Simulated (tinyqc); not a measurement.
Worked calculation: k.p values derived from sp3s* tight binding at Gamma. Values are carried at full precision from step to step, so a last printed digit may differ when a step is redone from the rounded ones.

At Gamma the states are two-level mixtures: s-like S+ (upper) and S- (lower) from [[Esa, Vss], [Vss, Esc]], p-like P- (valence) and P+ from [[Epa, Vxx], [Vxx, Epc]], and the bare s* levels. With real k in 1/angstrom and kz = 0, the phase sums over the four bonds are g0 = 1 - (a k/4)^2/2, g1 = i a kx/4, g3 = -(a/4)^2 kx ky to second order. Each mixture is written (anion, cation) with the anion part positive. c = hbar^2/2m0. No spin-orbit coupling.

Constants: hbar^2/2m0 = 3.80998211 eV angstrom^2.

Values chosen for the exercise (near a published set for InP, fitted to gaps, whose masses and valley positions are rough; the results hold for these values, not for the real material): Esa = -8.562 eV (s level of the anion); Esc = -1.479 eV (s level of the cation); Epa = 0.875 eV (p level of the anion); Epc = 4.062 eV (p level of the cation); Vss = -5.381 eV (s-s); Vxx = 1.883 eV (px-px); a = 5.865 angstrom (lattice constant); Vsapc = 2.236 eV (s anion, p cation); Vscpa = 5.578 eV (s cation, p anion); Vxapc = 3.471 eV (s* anion, p cation); Vpaxc = 4.466 eV (p anion, s* cation); Exa = 8.227 eV (s* level of the anion); Exc = 7.094 eV (s* level of the cation); Vxy = 4.235 eV (px-py).

## States at Gamma

Solve the two blocks.

States:
```
state    E (eV)  anion part  cation part
S-     -11.4623     0.88027      0.47447
P-       0.0017     0.90719     -0.42072
S+       1.4213     0.47447     -0.88027
P+       4.9353     0.42072      0.90719
```

## Linear terms and the Kane energy

<s state|dH/dkx|x state> = i P with P = (a/4)(sa pc Vsapc + sc pa Vscpa), sa, sc and pa, pc being the parts of the two states; for s* on the anion P = (a/4) pc Vxapc, on the cation (a/4) pa Vpaxc. Ep = P^2/c for S+ to P-.

Couplings:
```
pair       P (eV angstrom)  E(first) - E(second) (eV)
S+ to P-           -7.1858                     1.4196
S+ to P+           -1.6178                    -3.5139
S- to P-            2.3062                   -11.4641
s*a to P-          -2.1412                     8.2253
s*c to P-           5.9405                     7.0923
```

Ep = 13.553 eV

The two terms of S+ to P- have the same sign and add: S+ and P- both change sign from anion to cation. An on-site momentum element between s and p, which real atoms have, is absent from this model.

## Electron mass

m0/m = [<S+|d2H/dkx^2|S+>/2 + sum P^2/(E(S+) - E(P))]/c over P- and P+, with the direct term -(a/4)^2 sa sc Vss.

parts of m0/m: direct -1.268, from P- 9.547, from P+ -0.195

mass = 0.1237 m0

The valence band supplies 118 % of m0/m; the direct term, which stands in for the free-electron 1, is -1.27. Sets of this kind were fitted to gaps and often give too heavy a mass, by up to a factor of two.

## Valence parameters L, M, N and the Luttinger values

Direct terms d0 = -(a/4)^2 pa pc Vxx, dN = -2 (a/4)^2 pa pc Vxy for P-. F = sum P^2/(E(P-) - E(s)) over S+, S-, s*a, s*c. The y state of P- couples to the z state of P+ through Q = (a/4) Vxy (pa p'c - pc p'a), primes for P+, and H1 = Q^2/(E(P-) - E(P+)). L = d0 + F, M = d0 + H1, N = dN + F + H1; g1 = -(L + 2M)/(3c), g2 = -(L - M)/(6c), g3 = -N/(6c).

d0, dN, F, Q, H1 (eV angstrom^2; Q in eV angstrom): 1.5451  6.9501  -41.4424  6.2096  -7.8156

L, M, N (eV angstrom^2): -39.897  -6.271  -42.308

g1, g2, g3: 4.588  1.471  1.851

Along [100] the masses without spin-orbit coupling are c/|L| = 0.095 (one band) and c/|M| = 0.608 (two bands).

## Checks

- Electron mass against a finite difference of the full bands: both 0.1237.
- L and M against finite differences along [100]: largest relative difference 2.3e-05.
- Lowest curvature along [111], (L + 2M + 2N)/3, against a finite difference: -45.685 against -45.684.

Program tinyqc; command `OMP_NUM_THREADS=1 python tinyqc.py 1452031 1452032 out.jsonl`; about 0.01 s on one thread of a shared Intel(R) Xeon(R) Processor @ 2.30GHz.
